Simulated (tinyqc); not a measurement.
# Interdiffusion in a binary couple: Darken equations, Kirkendall shift and Boltzmann-Matano analysis, step by step

A worked calculation. Computed by tinyqc, a small Python program that keeps every step. Command: `OMP_NUM_THREADS=1 python tinyqc.py 3003694 3003695 out.jsonl darken walk`. One thread of a shared host (Intel(R) Xeon(R) Processor @ 2.30GHz), about 0.01 s of CPU time with the checks. Intermediate numbers are printed to about 7 digits and carried at full precision; extremes and crossings named in words are read from the listed rows.

x is the mole fraction of B; the molar volume is constant, and the two halves are long enough to count as infinite.

Inputs (values chosen for the exercise, for a model alloy A-B):
```
quantity,value,unit
tracer diffusivity D*_A(0),6.3e-16,m^2/s
tracer diffusivity D*_B(0),3.1e-15,m^2/s
slope k of ln D* with x,-0.74,-
regular-solution parameter W,0.011,eV
temperature T,1330,K
left composition x_L,0.39,-
right composition x_R,0.64,-
time t,7700,s
composition x for the local step,0.46,-
```

Vacancy-wind correction: none.

Constants: k_B = 8.617333262e-05 eV/K.

## Diffusivities at one composition

D*_i(x) = D*_i(0) exp(k x); thermodynamic factor Phi = 1 - 2 W x (1 - x)/(k_B T); intrinsic D_i = D*_i Phi; interdiffusion D~ = x D_A + (1 - x) D_B.

thermodynamic factor Phi = 0.9523185

intrinsic D_A = 4.268634e-16 m^2/s

intrinsic D_B = 2.100439e-15 m^2/s

interdiffusion coefficient D~ at the local x = 1.330594e-15 m^2/s

A positive W (tendency to separate) slows mixing: Phi is below 1.

## Composition profile

With lambda = z/sqrt(t), the profile solves d/dlambda (D~ dx/dlambda) + (lambda/2) dx/dlambda = 0 with x = x_L and x_R far to the left and right; z = 0 is the original interface. It is solved as a boundary-value problem in y = lambda/sqrt(D~ at the mean composition) on -12 < y < 12 (collocation, tolerance 1e-8). The last column is the error-function profile for a constant D~ taken at the mean composition.

D~ at the mean composition = 1.188821e-15 m^2/s

Profile at time t:
```
y,z (um),x,dx/dz (1/um),x for constant D~
-3.0,-9.076635,0.3961507,0.00289698,0.3942369
-2.0,-6.051090,0.4118775,0.00808776,0.4096624
-1.5,-4.538318,0.4269387,0.01194083,0.4261055
-1.0,-3.025545,0.4482458,0.01625912,0.4499375
-0.5,-1.512773,0.4760145,0.02033256,0.4804592
0.0,0.000000,0.5090997,0.02308450,0.5150000
0.5,1.512773,0.5445752,0.02330975,0.5495408
1.0,3.025545,0.5779930,0.02034964,0.5800625
1.5,4.538318,0.6048753,0.01492361,0.6038945
2.0,6.051090,0.6229111,0.00902661,0.6203376
3.0,9.076635,0.6374782,0.00185569,0.6357631
```

At the original interface x = 0.5091, against the mean 0.5150. D~ is 0.592 times as large at x_R as at x_L, so the profile is flatter and reaches further on the left.

## Boltzmann-Matano quantities at composition x

Read from the profile: the position z(x), the area -int_(x_L)^x z dx and the slope.

position z(x) = -2.343296 um

area -int z dx from x_L to the local x = 0.3725996 um

slope dx/dz at the local x = 0.01818344 1/um

## Boltzmann-Matano diffusivity

D~(x) = area/(2 t slope), with z counted from the original interface (the Matano plane); 1 um^2 = 1e-12 m^2.

D~ from the profile = 1.330594e-15 m^2/s

It returns the value of D~ 1.3306e-15 m^2/s that went in.

## Kirkendall markers

Lattice planes move with v = (D_B - D_A) dx/dz; markers from the original interface stay at one composition, where z_K = 2 t v.

marker position z_K = 0.5787777 um

composition at the markers = 0.5226081

number of solutions = 1

The markers move towards the B-rich side, the side that loses atoms of the faster species (B); vacancies flow the same way and may condense there as voids.

Checks made by the program: mass balance about the original interface (Matano plane at z = 0) (relative difference below 1e-10); Boltzmann-Matano against the Darken value (relative difference 2e-07).
